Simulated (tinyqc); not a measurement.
# Inputs raised by 5 %, one at a time

Model: gas flow in a process chamber: flow regimes, conductance, effective pumping speed, pump-down, outgassing and purge. Computed by tinyqc, a small Python program. Command: `OMP_NUM_THREADS=1 python tinyqc.py 3120882 3120883 out.jsonl pump sens`. One thread of a shared host (Intel(R) Xeon(R) Processor @ 2.30GHz), about 0.01 s of CPU time with the checks.

Ideal gas, isothermal flow, a pump of constant speed at the end of a round pipe; process gas, volume gas and outgassing are given the same properties. 1 sccm = 101325 Pa x 1e-6 m^3/60 s x T/273.15 K.

Inputs (values chosen for the exercise, modelled on oxygen near room temperature):

| quantity | value | unit |
|---|---|---|
| molar mass M | 32 | g/mol |
| molecular diameter | 0.36 | nm |
| viscosity eta | 20.6 | micropascal s |
| temperature T | 293 | K |
| chamber volume V | 300 | L |
| wall area | 0.43 | m^2 |
| pipe diameter d | 6.3 | cm |
| pipe length l | 120 | cm |
| pump speed S | 47 | L/s |
| process gas flow | 91 | sccm |
| outgassing rate after 1 h | 7.9e-06 | Pa m^3/(s m^2) |
| outgassing exponent n | 1.1 | - |
| target base pressure | 0.0001 | Pa |

Constants: k_B = 1.380649e-23 J/K; u = 1.6605390666e-27 kg.

Method:
- Mean speed c = sqrt(8 k_B T/(pi m)); aperture conductance C_a = c pi d^2/16; molecular pipe C_m = C_a/(1 + 3 l/(4 d)) (Dushman form); viscous pipe C_v = pi d^4 p_mean/(128 eta l); Knudsen interpolation C = C_v + C_m (1 + x)/(1 + 1.24 x), x = d p_mean sqrt(m/(k_B T))/eta.
- Effective speed 1/S_eff = 1/S + 1/C_m; time constant V/S_eff; pressure at which the free path k_B T/(sqrt2 pi d_m^2 p) equals d.
- Steady flow: the pump inlet is at p_2 = Q/S, and the chamber pressure p_1 solves Q = C((p_1 + p_2)/2) (p_1 - p_2). Residence time = p_1 V/Q.
- Knudsen number = free path at the mean pressure over d.
- From the outgassing limit: t = 1 h x (q_1 A/(S_eff p_target))^(1/n) - 10 s; monolayer time at the target = 1e19 m^-2 x 4 k_B T/(p c) for unit sticking.

Runs:

| input moved | from | to | chamber pressure p_1 (Pa) | S_eff in molecular flow (L/s) | time to the target (h) | conductance C (L/s) |
|---|---|---|---|---|---|---|
| base run | - | - | 5.3864 | 15.192 | 2.0755 | 87.72 |
| molar mass M (g/mol) | 32 | 33.6 | 5.3945 | 14.942 | 2.1071 | 87.35 |
| chamber volume V (L) | 300 | 315 | 5.3864 | 15.192 | 2.0755 | 87.72 |
| wall area (m^2) | 0.43 | 0.4515 | 5.3864 | 15.192 | 2.1698 | 87.72 |
| pipe diameter d (cm) | 6.3 | 6.615 | 5.1097 | 16.699 | 1.9043 | 102.88 |
| pump speed S (L/s) | 47 | 49.35 | 5.2684 | 15.429 | 2.0464 | 85.50 |
| process gas flow (sccm) | 91 | 95.55 | 5.5911 | 15.192 | 2.0755 | 90.69 |
| outgassing rate after 1 h (Pa m^3/(s m^2)) | 7.9e-06 | 8.295e-06 | 5.3864 | 15.192 | 2.1698 | 87.72 |

Exponents ln(y'/y) / ln(x'/x):

| input | chamber pressure p_1 | S_eff in molecular flow | time to the target | conductance C |
|---|---|---|---|---|
| molar mass M | 0.031 | -0.340 | 0.309 | -0.088 |
| chamber volume V | 0.000 | 0.000 | 0.000 | 0.000 |
| wall area | 0.000 | 0.000 | 0.910 | 0.000 |
| pipe diameter d | -1.081 | 1.938 | -1.765 | 3.266 |
| pump speed S | -0.454 | 0.318 | -0.289 | -0.527 |
| process gas flow | 0.765 | 0.000 | 0.000 | 0.682 |
| outgassing rate after 1 h | 0.000 | 0.000 | 0.910 | 0.000 |

Among the inputs moved here: chamber pressure p_1 answers most in size to pipe diameter d (exponent -1.081), next to process gas flow (+0.765); its exponent is below 0.0005 for chamber volume V, wall area, outgassing rate after 1 h. S_eff in molecular flow answers most in size to pipe diameter d (exponent +1.938), next to molar mass M (-0.340); its exponent is below 0.0005 for chamber volume V, wall area, process gas flow, outgassing rate after 1 h. Time to the target answers most in size to pipe diameter d (exponent -1.765), next to wall area (+0.910); its exponent is below 0.0005 for chamber volume V, process gas flow. Conductance C answers most in size to pipe diameter d (exponent +3.266), next to process gas flow (+0.682); its exponent is below 0.0005 for chamber volume V, wall area, outgassing rate after 1 h.
